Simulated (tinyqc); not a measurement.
# From temperature of the maximum back to enthalpy of transfer from melt to solid H

Model: solid solubility of a dopant against its melt (retrograde solidus), clustering and the electrically active fraction. Computed by tinyqc, a small Python program. Command: `OMP_NUM_THREADS=1 python tinyqc.py 3000328 3000329 out.jsonl retro inv`. One thread of a shared host (Intel(R) Xeon(R) Processor @ 2.30GHz), about 0.02 s of CPU time with the checks.

Inputs (values chosen for the exercise, for a model dopant): melting point of the host T_m = 1687 K; heat of melting of the host H_f = 50.2 kJ/mol; interaction L of the melt = 12 kJ/mol; entropy of transfer S = -3.24 k_B; site density N0 = 5e+22 1/cm^3.

Constants: R = 8.314462618 J/(mol K); k_B = 8.617333262e-05 eV/K; e = 1.602176634e-19 C; N_A = 6.02214076e+23 1/mol.

Method. x_l and x_s are atom fractions of the dopant in melt and solid; the solid is dilute. Liquidus of the host: R T ln(1 - x_l) + L x_l^2 = -H_f (1 - T/T_m). Distribution: k = x_s/x_l = exp[L (1 - x_l)^2/(R T)] exp(S/k_B - H/(k_B T)), the first factor being the activity coefficient in the melt. Solubility = x_s N0; at T_m x_l = 0. The largest x_s N0 between 900 K and T_m. For an ideal melt with constant heats the maximum has x_l = H_f/(H + H_f), H in the same units.

Task: A run gave the result below. Find the enthalpy of transfer from melt to solid H, known to lie between 0.88 and 2 eV.

temperature of the maximum = 1549.372 K

Result:

Each step takes the trial c = (a f_b - b f_a)/(f_b - f_a), f being the result less the target and a, b, c the logarithms of the listed values; c replaces end b, the old b replaces a if the sign of f changed, and otherwise f_a is halved.

Scan of the range:
```
enthalpy of transfer from melt to solid H (eV)  temperature of the maximum (K)
0.88                                                                   1535.24
1.01                                                                   1546.88
1.16                                                                   1558.13
1.33                                                                   1568.80
1.52                                                                   1578.76
1.74                                                                   1588.34
2.00                                                                   1597.67
```

False position (Illinois rule, in the logarithm of the input) inside the bracket:
```
step    end a    end b    trial  temperature of the maximum (K)
1     1.01000  1.16000  1.04149                         1549.41
2     1.01000  1.04149  1.04053                         1549.33
3     1.04149  1.04053  1.04100                         1549.37
4     1.04053  1.04100  1.04100                         1549.37
```

Temperature of the maximum rises at every point of a 13-point scan of the range (every second point is shown), so one value fits; it is bracketed by 1.01 and 1.16. Answer: enthalpy of transfer from melt to solid H = 1.041 eV.
